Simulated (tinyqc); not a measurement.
Worked calculation: Hubbard chain of 3 sites. Computed by tinyqc, a small Python program that keeps every step. Settings: hopping = 1.21, U = 11.8, mixing = 1, iteration cap = 70. Command: `OMP_NUM_THREADS=1 python tinyqc.py 22236 22237 out.jsonl` (the two numbers bound the seeds that draw the settings). One thread of a shared host (Intel(R) Xeon(R) Processor @ 2.60GHz), about 0.2 s of CPU time with the checks. Later iterations appear only in the table of the cycle.

## Mean-field iteration 1

one-body matrix (hopping and site energies) (eV), lower triangle:
```
         1        2       3
1   0.7000
2  -1.2100   0.1800
3   0.0000  -1.2100  0.4100
```

U = 11.8000 eV

electrons, up and down: 2  2

mixing = 1

n(up) at the start (a guess, not normalised): 1 0.6670, 2 0.6670, 3 0.6670

n(down) at the start (a guess): 1 0.6670, 2 0.6670, 3 0.6670

H(up) = T + U n(down), H(down) = T + U n(up); fill the lowest levels; n(new) = n + mixing (n(out) - n); E = tr T (rho up + rho down) + U sum n_up n_down of the output.

levels, up (eV): 6.5118  8.4229  9.9671

levels, down (eV): 6.5118  8.4229  9.9671

energy = 14.3911 eV

n(up) after iteration 1: 1 0.6686, 2 0.5586, 3 0.7728

n(down) after iteration 1: 1 0.6686, 2 0.5586, 3 0.7728

## Mean-field iteration 2

As before.

levels, up (eV): 5.8415  8.9136  10.1349

levels, down (eV): 5.8415  8.9136  10.1349

energy = 17.6745 eV

n(up) after iteration 2: 1 0.8905, 2 0.8214, 3 0.2881

n(down) after iteration 2: 1 0.8905, 2 0.8214, 3 0.2881

## Convergence

Each step fills the lowest levels of T + U n(other spin) and sets n(new) = n + mixing (n(out) - n); stop when output and input agree to 1e-8.

Course of the cycle:

| iteration | E (eV) | largest \|n(out) - n(in)\| | mean \|n_up - n_down\| |
|---|---|---|---|
| 1 | 14.391066 | 1.08e-01 | 0.0000 |
| 2 | 17.674470 | 4.85e-01 | 0.0000 |
| 3 | 17.813781 | 7.06e-01 | 0.0000 |
| 4 | 21.827637 | 8.96e-01 | 0.0000 |
| 5 | 18.555771 | 9.00e-01 | 0.0000 |
| 6 | 21.226405 | 8.75e-01 | 0.0000 |
| 7 | 19.080269 | 8.75e-01 | 0.0000 |
| 8 | 20.676599 | 8.51e-01 | 0.0000 |
| 9 | 19.575943 | 8.51e-01 | 0.0000 |
| 10 | 20.151840 | 8.26e-01 | 0.0000 |
| 11 | 20.053147 | 8.44e-01 | 0.0000 |
| ... | ... | ... | ... |
| 60 | 17.823879 | 9.27e-01 | 0.0000 |
| 61 | 22.074227 | 9.27e-01 | 0.0000 |
| 62 | 17.823874 | 9.27e-01 | 0.0000 |
| 63 | 22.074231 | 9.27e-01 | 0.0000 |
| 64 | 17.823872 | 9.27e-01 | 0.0000 |
| 65 | 22.074233 | 9.27e-01 | 0.0000 |
| 66 | 17.823870 | 9.27e-01 | 0.0000 |
| 67 | 22.074235 | 9.27e-01 | 0.0000 |
| 68 | 17.823869 | 9.27e-01 | 0.0000 |
| 69 | 22.074236 | 9.27e-01 | 0.0000 |
| 70 | 17.823868 | 9.27e-01 | 0.0000 |

Not converged within 70 iterations: the residual has stopped falling: the iteration swings between two states. The lowest mean-field energy found from random starts is 11.84527 eV. Reruns (cap 100 unless said): mixing 0.2: converged in 48 to a higher stationary point (E = 14.19648); mixing 0.5: not converged; mixing 0.9: not converged; the original settings with a cap of 400: not converged.

## The many-body Hamiltonian

Basis: all placements (u, d, 2, 0 on each site), up operators ordered before down ones; hops carry the sign of the same-spin electrons passed.

H (eV), lower triangle:
```
         220      2ud      u2d      2du      202      ud2      d2u      du2
220  25.3600
2ud  -1.2100  13.7900
u2d   0.0000  -1.2100  13.2700
2du  -1.2100   0.0000   0.0000  13.7900
202   0.0000  -1.2100   0.0000  -1.2100  25.8200
ud2   0.0000   0.0000  -1.2100   0.0000  -1.2100  13.5000
d2u   0.0000   0.0000   0.0000  -1.2100   0.0000   0.0000  13.2700
du2   0.0000   0.0000   0.0000   0.0000  -1.2100   0.0000  -1.2100  13.5000
022   0.0000   0.0000   0.0000   0.0000   0.0000  -1.2100   0.0000  -1.2100

         022
022  24.7800
```

## Exact diagonalisation (9 states)

Lowest levels of the sector, and the double occupancy of the lowest state.

lowest levels (eV): 11.4251  11.7312  13.3931  13.6423  14.7823  15.1865

double occupancy per site = 0.3410

## The lowest level by Lanczos steps

From a random start vector (not printed): a_j = <q_j|H|q_j>, b_j = norm of the remainder after orthogonalising; the Ritz value is the lowest eigenvalue of the tridiagonal matrix of a and b so far.

Lanczos:

| j | a_j (eV) | b_j (eV) | lowest Ritz value (eV) |
|---|---|---|---|
| 1 | 16.2510 | 5.6938 | 16.251024 |
| 2 | 21.7344 | 2.2432 | 12.673201 |
| 3 | 13.4857 | 1.9513 | 11.722270 |
| 4 | 21.8891 | 5.6797 | 11.566847 |
| 5 | 18.5169 | 0.3666 | 11.432574 |
| 6 | 14.5829 | 4.1432 | 11.431149 |
| 7 | 22.0772 | 3.5767 | 11.429629 |
| 8 | 14.8219 | 0.4552 | 11.425548 |
| 9 | 13.7209 | 1.12e-07 | 11.425112 |
